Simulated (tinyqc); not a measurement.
How far the cone holds: pi bands of a honeycomb layer in tight binding.

Lattice vectors a (1,0) and a (1/2, sqrt3/2); f = exp(i ky a/sqrt3) + 2 cos(kx a/2) exp(-i ky a/(2 sqrt3)), w = |f|. H = [[D - t2 F, -t f], [., -D - t2 F]] with F = w^2 - 3, S = [[1, s0 f], [., 1]]; the levels solve det(H - E S) = 0. K = (4 pi/3a, 0), M = (pi/a, pi/(sqrt3 a)); w = 3, 1, 0 at Gamma, M, K.

Inputs chosen for the exercise (of the size used for graphene; not measured data): a = 2.46 angstrom (lattice constant); t = 3.04 eV (nearest hopping); t2 = 0 eV (second-neighbour hopping); s0 = 0.081 (overlap of neighbours); D = 0 eV (+D on A, -D on B).

Upper and lower levels at distance q from K towards Gamma (-x) and towards M (+x), measured from 3 t2; cone: sqrt(D^2 + (hbar v q)^2), hbar v = (sqrt3/2) a (t + 3 t2 s0).

Levels (eV):

| q (1/angstrom) | cone | upper, to Gamma | lower, to Gamma | upper, to M | lower, to M |
|---|---|---|---|---|---|
| 0.02 | 0.1295 | 0.1309 | -0.1300 | 0.1290 | -0.1282 |
| 0.05 | 0.3238 | 0.3323 | -0.3265 | 0.3206 | -0.3152 |
| 0.10 | 0.6476 | 0.6811 | -0.6573 | 0.6336 | -0.6129 |
| 0.15 | 0.9715 | 1.0459 | -0.9907 | 0.9372 | -0.8926 |
| 0.20 | 1.2953 | 1.4260 | -1.3253 | 1.2298 | -1.1541 |
| 0.30 | 1.9429 | 2.2287 | -1.9921 | 1.7747 | -1.6213 |
| 0.40 | 2.5906 | 3.0818 | -2.6470 | 2.2545 | -2.0127 |
| 0.60 | 3.8859 | 4.8993 | -3.8850 | 2.9694 | -2.5637 |

At q = 0.2 the upper band lies +131 meV from the cone towards Gamma and -66 meV towards M; half their difference, 98 meV, is the trigonal warping, steeper towards Gamma, and their mean, +33 meV, comes from the bending of the band and from t2 or the overlap. All four values stay within 5 % of the cone up to q = 0.05. The electron-hole asymmetry, upper plus lower towards Gamma, is +101 meV at q = 0.2.

(tinyqc, `OMP_NUM_THREADS=1 python tinyqc.py 1481454 1481455 out.jsonl`, Intel(R) Xeon(R) Processor @ 2.30GHz, 1 thread, shared host, about 0.01 s.)
